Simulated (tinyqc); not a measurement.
Shortcuts against the integral: sheet resistance and Hall data of a diffused or implanted layer. Computed by tinyqc, a small Python program. Command: `OMP_NUM_THREADS=1 python tinyqc.py 3011236 3011237 out.jsonl layer walk`. One thread of a shared host (Intel(R) Xeon(R) Processor @ 2.30GHz), about 0.01 s of CPU time with the checks.

Carriers are taken equal to the net active doping down to the junction (full ionisation, which deep dopants in wide-gap hosts do not reach; no spill-over, no depletion), and the Hall factor is 1.

Inputs (values chosen for the exercise, modelled on donors in germanium): mu_min = 296 cm^2/(V s); mu_max = 3860 cm^2/(V s); N_ref = 1.3e+17 1/cm^3; exponent alpha = 0.55; peak concentration N_0 = 2.7e+20 1/cm^3; length scale l = 39 nm; background doping N_B (opposite type) = 5.4e+14 1/cm^3; solubility limit N_s = 5.3e+19 1/cm^3.

Profile: Gaussian at the surface. Activation: limited by solubility.

Constants: e = 1.602176634e-19 C.

Method:
- N(x) = N_0 exp(-x^2/l^2), dose N_0 l sqrt(pi)/2, junction x_j = l sqrt(ln(N_0/N_B)).
- Mobility mu = mu_min + (mu_max - mu_min)/(1 + (N_t/N_ref)^alpha), N_t = active doping + N_B; carriers n = active doping - N_B, active doping min(N, N_s).
- Integrals from x_0 (0 unless stated) to x_j by the midpoint rule on 400 even intervals: 1/R_s = e int n mu dx; sheet density n_s = int n dx; Hall sheet density (int n mu dx)^2/int n mu^2 dx; Hall mobility int n mu^2 dx/int n mu dx.
- Mean conductivity 1/(R_s x_j); mean mobility 1/(e n_s R_s).
- Shortcuts: R_s = 1/(e Q mu) with the dose Q and the mobility at the (active) peak concentration; 1/(e n_s mu) with mu at N_t = n_s/x_j + N_B; 1/(e Q mu_max).

sheet resistance R_s = 42.8314 ohm

dose = 9.33197e+14 1/cm^2

sheet density n_s = 3.30134e+14 1/cm^2

junction depth x_j = 141.277 nm

Sheet resistances:
```
method                                   R_s (ohm)  deviation (%)
integral                                    42.831          0.000
dose, mobility at the peak                  15.846        -63.003
n_s, mobility at the mean concentration     38.592         -9.898
dose, mu_max                                 1.733        -95.955
```

What follows from these numbers?

The closest shortcut is «n_s, mobility at the mean concentration» (-9.9 %). Counting inactive dopants as carriers underestimates R_s.

Extremes, crossings and ranges named in words are read from the listed rows.
